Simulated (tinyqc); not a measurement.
Three families of gaps: armchair graphene nanoribbon in tight binding.

An armchair ribbon of N dimer lines, width (N - 1) sqrt3 acc/2, period 3 acc, one pz orbital a site. In line n, A_n binds to B_n with -t exp(ik/3), times (1 + d) in the two edge lines, and to B_(n-1) and B_(n+1) with -t exp(-ik/6); k runs from -pi to pi. For d = 0 the modes across the ribbon are sin(n p pi/(N + 1)), p = 1 to N, with E = -/+ t sqrt(1 + 4 c^2 + 4 c cos(k/2)), c = cos(p pi/(N + 1)).

Values chosen for the exercise (near those used for graphene; the results hold for these values, not for the real material): t = 2.82 eV (hopping); acc = 1.42 angstrom (bond length); N0 = 7 (first width); d1 = 0.07 (edge correction).

Nine widths from N0 on, gaps at k = 0 with d = 0 and d = d1.

Cases:

| N | family | width (angstrom) |
|---|---|---|
| 7 | 3p+1 | 7.38 |
| 8 | 3p+2 | 8.61 |
| 9 | 3p | 9.84 |
| 10 | 3p+1 | 11.07 |
| 11 | 3p+2 | 12.30 |
| 12 | 3p | 13.53 |
| 13 | 3p+1 | 14.76 |
| 14 | 3p+2 | 15.99 |
| 15 | 3p | 17.22 |

Rank the cases by gap, d1 (eV), lowest first.

Answer: 14, 11, 8, 15, 12, 13, 9, 10, 7.

Gaps:

| N | family | width (angstrom) | gap, d = 0 (eV) | gap, d1 (eV) | gap x (N + 1) sqrt3 acc/2 (eV angstrom) |
|---|---|---|---|---|---|
| 7 | 3p+1 | 7.38 | 1.3233 | 1.4890 | 14.65 |
| 8 | 3p+2 | 8.61 | 0.0000 | 0.1285 | 1.42 |
| 9 | 3p | 9.84 | 0.9902 | 0.8898 | 10.94 |
| 10 | 3p+1 | 11.07 | 0.9541 | 1.0704 | 14.48 |
| 11 | 3p+2 | 12.30 | 0.0000 | 0.0961 | 1.42 |
| 12 | 3p | 13.53 | 0.7678 | 0.6880 | 11.00 |
| 13 | 3p+1 | 14.76 | 0.7458 | 0.8352 | 14.38 |
| 14 | 3p+2 | 15.99 | 0.0000 | 0.0768 | 1.42 |
| 15 | 3p | 17.22 | 0.6268 | 0.5607 | 11.03 |

Without edge correction the 3p+2 ribbons have no gap and the other two families nearly share one curve. With it the mean of the last column is 14.50 for 3p+1, 10.99 for 3p and 1.42 eV angstrom for 3p+2: the stronger edge bonds raise the gap of 3p+1, lower that of 3p and open one in 3p+2. Within a family the gap falls about as 1/width. One-electron gaps of this kind leave out the self-energy and exciton terms, which are large in narrow ribbons.

Run: tinyqc, `OMP_NUM_THREADS=1 python tinyqc.py 1452783 1452784 out.jsonl`; Intel(R) Xeon(R) Processor @ 2.30GHz, one thread, shared host; about 0.01 s of CPU time with all checks.
